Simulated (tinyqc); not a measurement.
Self-heating of a transistor with one or more fingers, with temperature-dependent conductivity: one step, computed by the program tinyqc. Command: `OMP_NUM_THREADS=1 python tinyqc.py 3016386 3016387 out.jsonl selfheat walk`. One thread of a shared host (Intel(R) Xeon(R) Processor @ 2.30GHz), about 0.06 s of CPU time with the checks.

N long parallel fingers lie on the top face of a slab whose bottom is held at T_0; the top is otherwise insulated, and heat flows in two dimensions. P in W/mm is 1000 P in W/m.

Task: Linear temperature rise of each finger. theta_i = (P/(pi kappa_0)) [g_0 + sum over j != i of g(|i - j| s)], with equal powers and constant conductivity; thermal resistance = largest theta/P.

Inputs (values chosen for the exercise, modelled on silicon carbide): conductivity at the base temperature kappa_0 = 398 W/(m K); power per gate width P = 12 W/mm; fingers N = 6.

Power: fixed power.

own factor g_0 = 7.187909

g(j s), j = 1..7: [1.057259, 0.478058, 0.228213, 0.110165, 0.053315, 0.025818, 0.012504]

Give: theta of each finger; largest theta; thermal resistance.

Result:

theta of each finger (K): [87.5, 97.1, 100.6, 100.6, 97.1, 87.5]

largest theta = 100.6 K

thermal resistance = 8.387 K mm/W

The neighbours supply 31 % of the rise of the hottest finger, which runs 13.2 K above the outer ones.
